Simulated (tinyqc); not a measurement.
Inside a calculation: overlap of hydrogenic dopants: pairs, impurity band and the Mott density. Values are carried at full precision from step to step, so a last printed digit may differ when a step is redone from the rounded ones.

Ry* = Ry m/eps^2, aB = a0 eps/m. For 1s orbitals a distance rho = R/aB apart, in Ry*: overlap S = exp(-rho)(1 + rho + rho^2/3), J = (2/rho)(1 - (1 + rho) exp(-2 rho)) (attraction to the other ion), Kx = 2 (1 + rho) exp(-rho) (exchange of one electron). One electron on a pair has E = -1 - (J +/- Kx)/(1 +/- S), without the repulsion 2/rho of the ions. Hopping after orthogonalisation: t = (Kx - S J)/(1 - S^2), half the splitting. Dopants on a lattice with z neighbours, n = 1/R^3 (simple cubic), give a band of width B = 2 z t, as on any lattice of two interpenetrating sublattices. Valleys, central cells and disorder are left out.

Constants: Ry = 13.60569312 eV; a0 (Bohr radius) = 0.5291772105 angstrom; hbar = 6.58211957e-16 eV s.

Parameters, chosen for this exercise (an isotropic mass and dielectric constant of the size used for donors in GaAs; shifted at random, so the results belong to these values and not to a real crystal):
- m = 0.068 m0 (mass)
- eps = 13.2 (dielectric constant)
- N = 0.022 1/aB^3 (dopant density)
- rho = 2.6 aB (distance of a pair)
- u = 0.945 Ry* (cost of a second electron on one dopant)
- z = 6 (neighbours in the dopant lattice)

## Scales

Form Ry*, aB, and the density N in 1/cm^3 (1/angstrom^3 = 1e24/cm^3).

Ry* = 5.310 meV
aB = 102.723 angstrom
density = 2.030e+16 1/cm^3

## A pair with one electron

Form S, J, Kx, the two levels, t, and the total energy of the lower state with the repulsion, relative to a distant pair (-1).

S, J, Kx: 0.43475  0.75395  0.53477

levels (Ry*): even -1.89822, odd -1.38776

t = 0.25523 Ry*
energy of the pair against a distant one (negative: bound) = -0.12899 Ry*

In this host the pair is 26.7 nm long and its splitting 2t is 2.71 meV.

## The pair with two electrons (two-site Hubbard model)

t is the hopping between the two dopants. Singlet at (u - sqrt(u^2 + 16 t^2))/2 below the triplet at 0; estimate 4 t^2/u; weight of double occupancy (1 - u/sqrt(u^2 + 16 t^2))/2; swap time pi hbar/Jx with Jx the splitting in eV. t and u are in units of Ry*.

singlet-triplet splitting (meV): exact 1.184, 4 t^2/u 1.464

double occupancy = 0.1604
swap time = 1.75 ps

The estimate is 23.6 % too high at 4t/u = 1.08.

## The impurity band at this density

Form R/aB, t, B = 2 z t and N^(1/3) aB. Two estimates of the gap between the Hubbard bands: u - B (rigid bands, closing at B = u) and the Hubbard-III rule, which closes at B = (2/sqrt3) u; give B/u.

R/aB = 3.5688
t = 0.12666 Ry*

B: in Ry* 1.520, in meV 8.071

N^(1/3) aB = 0.2802
B/u = 1.608

Both rules close the gap: a metal (at such spacings hopping beyond nearest neighbours, left out, counts too). Mott's screening rule, N^(1/3) aB = 0.26, puts this density on the metallic side.

## Checks

- Overlap S against numerical integration in elliptic coordinates: both 0.43475.

Run: tinyqc, `OMP_NUM_THREADS=1 python tinyqc.py 1450593 1450594 out.jsonl`; Intel(R) Xeon(R) Processor @ 2.30GHz, one thread, shared host; about 0.01 s of CPU time with all checks.
